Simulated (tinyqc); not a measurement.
Two-mode optical phonons of a ternary alloy from two coupled oscillators: one step, computed by the program tinyqc.

An alloy A(x)B(1-x)C has an A-C and a B-C bond oscillator. Each TO frequency moves linearly from the impurity mode (dilute end) to the TO of the pure crystal; each strength is proportional to the number of bonds.

Task: The two oscillators. omega_1 = (impurity mode of A) + x (omega_TO,AC - impurity mode of A); omega_2 = (impurity mode of B) + (1 - x)(omega_TO,BC - impurity mode of B); eps_inf = x eps_AC + (1 - x) eps_BC; strengths W_1 = x eps_AC (omega_LO,AC^2 - omega_TO,AC^2), W_2 = (1 - x) eps_BC (omega_LO,BC^2 - omega_TO,BC^2).

Inputs (values chosen for the exercise, for a model alloy):
```
quantity                  value  unit
omega_TO of pure AC         561  1/cm
omega_LO of pure AC         630  1/cm
omega_TO of pure BC         337  1/cm
omega_LO of pure BC         371  1/cm
eps_inf of AC               7.9     -
eps_inf of BC              4.06     -
impurity mode of A in BC    522  1/cm
impurity mode of B in AC    324  1/cm
fraction x of A            0.43     -
```

Give: omega_1 (A-C, TO); omega_2 (B-C, TO); eps_inf; W_1; W_2.

Result:

omega_1 (A-C, TO) = 538.77 1/cm

omega_2 (B-C, TO) = 331.41 1/cm

eps_inf = 5.7112

W_1 = 2.792e+05 1/cm^2

W_2 = 55707 1/cm^2
